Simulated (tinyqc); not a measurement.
Stacked nanosheet transistor, parasitic resistance, capacitance and delay: one step of the calculation.

Ns sheets share one contact on top; each has perimeter p = 2 (Ws + ts) and cross-section A = Ws ts; contact width Wc = Ws + 10 nm, stack height Hs = Ns pv. Sheet 1 is the top one. Contact length Lc = CPP - Lg - 2 Lsp, shared by two neighbouring gates. Source and drain sides are equal. The formulas are first-order estimates, not field solutions.

Question. Sheet currents at Vgs = Vdd, Vds = Vdd/2. One sheet: I = p Q vx u/(1 + |u|^1.8)^(1/1.8), Q = Cinv n Vt ln(1 + exp((Vg' - VT + dl Vd')/(n Vt))), u = Vd' mu/(vx Lg), Vg' = Vgs - v, Vd' = Vds - 2 v, with the drop on each side v_j = Rc sum I + rv (sum over levels k = 2..j of the current of sheets k..Ns) + Rx I_j. I(new) = I + 0.5 (I(out) - I).

Values chosen for this exercise; values close to those of silicon logic devices: temperature T = 300 K; sheet width Ws = 30 nm; sheet thickness ts = 4 nm; vertical resistance between sheet levels rv = 57 ohm; gate length Lg = 12 nm; inversion capacitance Cinv = 3.1 uF/cm^2; injection velocity vx = 1.4e7 cm/s; apparent mobility mu = 180 cm^2/(V s); threshold at zero drain voltage VT = 0.3 V; barrier lowering dl = 0.063 V/V; subthreshold factor n = 1.23; supply voltage Vdd = 0.6 V.

Constants: q = 1.602176634e-19 C, kB = 1.380649e-23 J/K, Vt = kB T/q. Results are converted to the units shown.

I after iteration 1 (uA): sheet 1 44.136467, sheet 2 44.136467, sheet 3 44.136467, sheet 4 44.136467
Rc = 199.26763 ohm
Rx = 337.5 ohm

Find: drop v; I(out); I after iteration 2.

Answer.

drop v (mV): sheet 1 50.076, sheet 2 57.623, sheet 3 62.655, sheet 4 65.171
I(out) (uA): sheet 1 68.322, sheet 2 65.007, sheet 3 62.726, sheet 4 61.561
I after iteration 2 (uA): sheet 1 56.229, sheet 2 54.572, sheet 3 53.431, sheet 4 52.849

Numbers from tinyqc (`OMP_NUM_THREADS=1 python tinyqc.py 2170056 2170057 out.jsonl`; about 0.1 s on one thread of a shared Intel Xeon 2.30GHz).
